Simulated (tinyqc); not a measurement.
Length of a polyene: Hueckel, PPP and singles CI along the polyenes. Computed by the program tinyqc. 

All-trans chains of carbon centres 1.40 angstrom apart:
```
parameter                               value
beta (eV), times 1 +/- alternation  -2.370000
alternation                          0.160000
W (eV)                              11.160000
gamma_rr (eV)                       10.830000
repulsion formula                        Ohno
```

Hueckel uses the same beta without repulsion; CIS keeps all single excitations and so misses the low, doubly excited 2Ag state. W is the valence ionisation energy of a centre, MN the Mataga-Nishimoto formula, f the oscillator strength.

Gaps and excitations (eV):
```
centres  Hueckel gap  PPP orbital gap  bright singlet (CIS)      f  lowest triplet (CIS)
2              5.498           12.956                 7.184  0.616                 3.812
4              3.857           10.667                 5.785  1.081                 2.985
6              3.106            9.547                 5.001  1.476                 2.597
8              2.685            8.908                 4.521  1.833                 2.396
10             2.420            8.507                 4.207  2.168                 2.281
12             2.239            8.238                 3.991  2.492                 2.211
14             2.110            8.050                 3.837  2.811                 2.164
```

The Hueckel gap tends to 4 x alternation x |beta| = 1.52 eV for long chains. Exchange opens the PPP orbital gap, and the attraction of electron and hole brings the bright state 4.21 eV below it at 14 centres; the triplet lies 1.67 eV lower still.
